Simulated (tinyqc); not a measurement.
# Tunnelling through a gate dielectric, WKB transmission and Tsu-Esaki current: dielectrics compared at equal EOT

Electrons leave the emitter at x = 0. Energies E (motion across the layers) are in eV from the emitter Fermi level; the collector Fermi level lies at -V and offers states at every E. No charge in the dielectric and no image force: F1 = V/t1, U = phi1 - F1 x. With C = hbar^2/(2 m0), kappa = sqrt(m (U - E)/C) where U > E and 0 elsewhere; T(E) = exp(-S), S = 2 times the integral of kappa over x.

A single layer of thickness t1 = EOT eps_r/3.9 for each dielectric, at V = 1 V. Each layer adds (2/F) sqrt(m/C) [G(u at its left edge) - G(u at its right edge)] to S, with u = U - E (0 where negative) and G(u) = (2/3) u^1.5. J = J0 times the integral of T(E) N(E) dE, N = ln[(1 + exp(-E/Vt))/(1 + exp((-E - V)/Vt))], J0 = q^2 me m0 kB T/(2 pi^2 hbar^3) (times 1e-4 for A/cm^2 per eV), from E = -Ef to far above the barrier (T = 1 there), by quadrature converged to the digits shown.

Parameters, values chosen for the exercise: temperature T = 300 K; Fermi energy of the emitter above its band bottom Ef = 2.7 eV; emitter mass in the supply function me = 0.94 m0; equivalent oxide thickness EOT = 0.9 nm.

Constants: q = 1.602176634e-19 C, kB = 1.380649e-23 J/K, hbar = 1.054571817e-34 J s, m0 = 9.1093837015e-31 kg, Vt = kB T/q, hbar^2/(2 m0) = 0.0380998212 eV nm^2. Results are converted to the units shown.

Dielectrics (values chosen for the exercise, close to those of the materials named):
```
,eps_r,phi1 (eV),m1 (m0)
silicon dioxide,3.71,3.04,0.48
silicon nitride,7.3,2.12,0.49
aluminium oxide,8.89,2.64,0.38
hafnium oxide,21.2,1.55,0.2
zirconium oxide,25.7,1.42,0.24
```

Leakage at equal EOT:
```
,t1 (nm),S at E = 0,J (A/cm^2),eps_r sqrt(m1 phi1)
silicon dioxide,0.8562,9.671,2.601e5,4.482
silicon nitride,1.685,15.32,177.8,7.440
aluminium oxide,2.052,18.91,5.430,8.904
hafnium oxide,4.892,22.74,0.02065,11.80
zirconium oxide,5.931,28.18,4.991e-5,15.00
```

From the lowest current to the highest: zirconium oxide, hafnium oxide, aluminium oxide, silicon nitride, silicon dioxide; the span is 9.72 decades. The figure eps_r sqrt(m1 phi1), to which S is proportional at low voltage, gives the same order. In 1 of the 5 rows the field exceeds 10 MV/cm (up to 11.7), more than most dielectrics sustain; the model ignores breakdown.

Numbers from tinyqc (`OMP_NUM_THREADS=1 python tinyqc.py 2540117 2540118 out.jsonl`; about 0.05 s on one thread of a shared Intel Xeon 2.30GHz).
